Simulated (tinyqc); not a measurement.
Rutherford backscattering from a thin compound film on silicon: kinematics, yields, composition and thickness. From ratio of areas Y_B/Y_A back to atoms of B per atom of A, x. Computed by tinyqc, a small Python program. Command: `OMP_NUM_THREADS=1 python tinyqc.py 3017185 3017186 out.jsonl rbs inv`. One thread of a shared host (Intel(R) Xeon(R) Processor @ 2.30GHz), about 0.02 s of CPU time with the checks.

Singly charged helium ions (Z1 = 2, M1 = 4.0026 u) enter at the tilt angle a1 to the normal and leave at a2 = |180 - theta - tilt| in the same plane. The film is A B_x.

Inputs (values chosen for the exercise, modelled on a helium beam on TiN):
```
quantity                                value           unit
beam energy E0                            1.6            MeV
scattering angle theta                    170        degrees
tilt of the sample                          0        degrees
heavy element: Z_A                         22              -
heavy element: mass M_A                  47.9              u
heavy element: stopping eps_A at 2 MeV   79.4  1e-15 eV cm^2
light element: Z_B                          7              -
light element: mass M_B                    14              u
light element: stopping eps_B at 2 MeV   34.1  1e-15 eV cm^2
atomic density of the film                106         1/nm^3
film thickness d                           10             nm
collected charge                           35   microcoulomb
detector solid angle                      3.1            msr
detector resolution (FWHM)                 14            keV
```

Constants: e^2/(4 pi eps_0) = 14.39964548 eV angstrom; e = 1.602176634e-19 C.

Method:
- Kinematic factor K = [(sqrt(M^2 - M1^2 sin^2 theta) + M1 cos theta)/(M + M1)]^2.
- Surface edges lie at K E0; substrate silicon has M = 28.09 u. Mass resolution at M_A = resolution/(E0 dK/dM).
- Stopping per atom eps(E) = eps(2 MeV) (E/2 MeV)^(-0.4) (a law chosen for the exercise); Bragg rule eps_film = (eps_A + x eps_B)/(1 + x); areal density N d, with 1/nm^2 = 0.1 x 1e15/cm^2.
- Width of the signal of element i: [K_i eps(E0)/cos a1 + eps(K_i E0)/cos a2] N d; depth resolution = resolution x d/width of A; energy lost on the way in = eps(E0) N d/cos a1.
- Rutherford cross section in the laboratory frame: sigma = (Z1 Z e^2/(4 pi eps_0 4E))^2 (4/sin^4 theta) (r + cos theta)^2/r, r = sqrt(1 - (M1 sin theta/M)^2), times the screening factor 1 - 0.049 Z1 Z^(4/3)/E (E in keV); 1 angstrom^2 = 1e8 barn.
- Counts = (charge/e) x solid angle x sigma(E_mean) x areal density of the element/cos a1, E_mean = E0 - half the energy lost on the way in; 1 barn = 1e-24 cm^2. The ratio of areas returns x = (Y_B/Y_A)(sigma_A/sigma_B), with the counting error sqrt(1/Y_A + 1/Y_B).

Problem. A run gave the result below. Find the atoms of B per atom of A, x, known to lie between 0.89 and 1.6.

ratio of areas Y_B/Y_A = 0.09659739

Solution.

Each step takes the trial c = (a f_b - b f_a)/(f_b - f_a), f being the result less the target and a, b, c the logarithms of the listed values; c replaces end b, the old b replaces a if the sign of f changed, and otherwise f_a is halved.

Scan of the range:
```
atoms of B per atom of A, x  ratio of areas Y_B/Y_A
0.890                                      0.077452
0.981                                      0.085371
1.080                                      0.093987
1.190                                      0.103559
1.320                                      0.114873
1.450                                      0.126186
1.600                                      0.139239
```

False position (Illinois rule, in the logarithm of the input) inside the bracket:
```
step    end a    end b    trial  ratio of areas Y_B/Y_A
1     1.08000  1.19000  1.10895               0.0965060
2     1.19000  1.10895  1.10996               0.0965942
3     1.19000  1.10996  1.11003               0.0966003
4     1.10996  1.11003  1.11000               0.0965974
```

Ratio of areas Y_B/Y_A rises at every point of a 13-point scan of the range (every second point is shown), so one value fits; it is bracketed by 1.08 and 1.19. The scan shows a pure power law with exponent 1.0000, so scaling from any one row also gives the answer directly. Answer: atoms of B per atom of A, x = 1.110.
